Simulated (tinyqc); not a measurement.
Worked calculation: geometry optimisation on the UHF/sto-3g surface (energies and gradients from PySCF), for H4, spin multiplicity 3. Computed by tinyqc, a small Python program that keeps every step (integrals from PySCF). Settings: charge = 0, multiplicity = 3, basis = sto-3g, optimiser = bfgs, first Hessian = 1.0, largest step = 0.5, iteration cap = 30. Command: `OMP_NUM_THREADS=1 python tinyqc.py 23939 23940 out.jsonl` (the two numbers bound the seeds that draw the settings). One thread of a shared host (Intel(R) Xeon(R) Processor @ 2.60GHz), about 1 s of CPU time with the checks.

positions at the start (bohr):
```
          x         y        z
1H  0.03213  -0.00567  0.02079
2H  0.09449  -0.07559  1.43241
3H  0.02835   1.77256  0.03968
4H  0.04157   1.66863  1.49288
```

Stop when the largest gradient component is below 3e-5 hartree/bohr. The inverse Hessian follows the BFGS update with s = step, y = change of gradient.

Course of the optimisation:
```
step  E (hartree)  largest gradient (hartree/bohr)
1      -1.7308247                         2.53e-01
2      -1.8643572                         5.08e-02
3      -1.8795334                         3.17e-02
4      -1.8880307                         2.59e-02
5      -1.9036464                         5.97e-02
6      -1.9264745                         7.40e-02
7      -1.9540805                         8.70e-02
8      -1.9821273                         1.04e-01
9      -2.0122437                         1.00e-01
10     -2.0360156                         5.83e-02
11     -2.0455278                         8.91e-03
12     -2.0463903                         8.22e-03
13     -2.0483538                         1.01e-02
14     -2.0488283                         2.32e-02
15     -2.0492751                         1.32e-02
16     -2.0498552                         3.85e-03
17     -2.0500942                         1.01e-02
18     -2.0502816                         5.27e-03
19     -2.0504030                         4.86e-03
20     -2.0504869                         2.77e-03
21     -2.0504445                         1.21e-02
22     -2.0505315                         1.04e-03
23     -2.0505540                         4.51e-04
24     -2.0504929                         1.10e-02
25     -2.0505741                         6.10e-04
26     -2.0505845                         1.00e-03
27     -2.0505800                         6.59e-03
28     -2.0506031                         1.09e-03
29     -2.0506099                         1.26e-03
30     -2.0506176                         4.03e-03
```

Can the last value be used, and what does the course show?

Not by the stop rule. Not converged within 30 steps: the energy rises at some steps, so steps overshoot. Reruns: method bfgs, first Hessian 0.6, largest step 0.3: not converged.
